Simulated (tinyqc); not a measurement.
Worked calculation: Hueckel theory of the pi electrons with the omega technique, for the molecule BC1=CC(=O)C=CC1=O (SMILES; centres numbered as the heavy atoms are written). Computed by tinyqc, a small Python program that keeps every step. Settings: charge = 0, omega = 1.4, damping = 0. Command: `OMP_NUM_THREADS=1 python tinyqc.py 25246 25247 out.jsonl` (the two numbers bound the seeds that draw the settings). One thread of a shared host (Intel(R) Xeon(R) Processor @ 2.60GHz), about 0.01 s of CPU time with the checks.

Centres:
```
centre,"z_r, pi electrons of the neutral centre",h
1B,0,-1.000000
2C,1,0.000000
3C,1,0.000000
4C,1,0.000000
5O,1,1.000000
6C,1,0.000000
7C,1,0.000000
8C,1,0.000000
9O,1,1.000000
```

Bonds:
```
i,j,k
1,2,0.700000
2,3,1
3,4,1
4,5,1
4,6,1
6,7,1
7,8,1
8,9,1
8,2,1
```

Each round sets h_r = h_r(0) + omega (z_r - P_rr), keeping the share named as damping of the old diagonal; repeat until output and input diagonals agree to 1e-6.

Rounds:
```
round,sum n x,largest |h(out) - h(in)|
1,12.532872,5.80e-01
2,12.267197,5.58e-01
3,12.553141,5.98e-01
4,12.311289,7.97e-01
5,12.664555,1.08e+00
6,12.795954,1.58e+00
7,13.456207,1.83e+00
8,13.766042,2.02e+00
9,14.120633,2.06e+00
10,14.269367,2.09e+00
11,14.458222,2.09e+00
12,14.503897,2.10e+00
13,14.616112,2.10e+00
14,14.601791,2.11e+00
15,14.679313,2.11e+00
16,14.638683,2.11e+00
17,14.702646,2.11e+00
18,14.651954,2.11e+00
19,14.710976,2.11e+00
20,14.656641,2.11e+00
21,14.713911,2.11e+00
22,14.658284,2.11e+00
23,14.714940,2.11e+00
24,14.658859,2.11e+00
25,14.715300,2.11e+00
26,14.659060,2.11e+00
27,14.715426,2.11e+00
28,14.659130,2.11e+00
29,14.715470,2.11e+00
30,14.659154,2.11e+00
31,14.715485,2.11e+00
32,14.659163,2.11e+00
33,14.715490,2.11e+00
34,14.659166,2.11e+00
35,14.715492,2.11e+00
36,14.659167,2.11e+00
37,14.715493,2.11e+00
38,14.659167,2.11e+00
39,14.715493,2.11e+00
40,14.659167,2.11e+00
```

Can the last value be used, and what does the course show?

Not by the stop rule. Not converged within 40 rounds: the residual has stopped falling: the iteration swings between two states. Reruns: damping 0.5: converged in 21; damping 0.8: not converged.
